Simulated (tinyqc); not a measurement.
Anisotropic elasticity and sound waves of a cubic crystal: one step, computed by the program tinyqc. Command: `OMP_NUM_THREADS=1 python tinyqc.py 3028696 3028697 out.jsonl cubicelastic walk`. One thread of a shared host (Intel(R) Xeon(R) Processor @ 2.30GHz), about 0.01 s of CPU time with the checks.

Voigt order 1..6 = xx, yy, zz, yz, xz, xy, with engineering shear strains. The rotated frame has x' as named, z' along the wafer normal and y' = z' x x'.

Problem. Moduli along the axes of the frame. Invert C' to S'. E along x' = 1/S'11, along y' = 1/S'22; Poisson ratios nu(x'y') = -S'12/S'11 and nu(x'z') = -S'13/S'11; in-plane shear modulus 1/S'66.

Frame: (001) wafer, x' along [210].

C' (GPa), rows 1, 2, 3, 4, 5, 6:
$$\begin{pmatrix}
83.668 & 22.732 & 36.300 & 0.000 & 0.000 & 10.176 \\
22.732 & 83.668 & 36.300 & 0.000 & 0.000 & -10.176 \\
36.300 & 36.300 & 70.100 & 0.000 & 0.000 & 0.000 \\
0.000 & 0.000 & 0.000 & 38.100 & 0.000 & 0.000 \\
0.000 & 0.000 & 0.000 & 0.000 & 38.100 & 0.000 \\
10.176 & -10.176 & 0.000 & 0.000 & 0.000 & 24.532
\end{pmatrix}$$

Give: E along x'; E along y'; nu(x'y'); nu(x'z'); in-plane shear modulus.

Solution.

E along x' = 59.55 GPa

E along y' = 59.55 GPa

nu(x'y') = 0.1345

nu(x'z') = 0.4482

in-plane shear modulus = 21.13 GPa

E is the same along x' and y'.
